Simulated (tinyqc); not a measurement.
Worked calculation: one-electron ion in a basis of Gaussians. One step of it, computed by the program tinyqc.

Task: Matrices over normalised Gaussians. With p = a_i + a_j and I(k) = Gamma((k+1)/2) / (2 p^((k+1)/2)): S = I(2l+2), T = (2l+3) a_i a_j S / p, V = -Z I(2l+1), each divided by sqrt(S_ii S_jj).

exponents of r^l exp(-a r^2) (1/bohr^2): [0.329900, 1.544000, 7.229000]

Z = 6

l = 1

Give: S; T; V.

Result:

S:
```
[[1.0000, 0.5064, 0.1067],
 [0.5064, 1.0000, 0.5062],
 [0.1067, 0.5062, 1.0000]]
```

T (hartree):
```
[[0.8247, 0.6883, 0.1684],
 [0.6883, 3.8600, 3.2204],
 [0.1684, 3.2204, 18.0725]]
```

V (hartree):
```
[[-3.6662, -3.1288, -1.3243],
 [-3.1288, -7.9315, -6.7678],
 [-1.3243, -6.7678, -17.1620]]
```
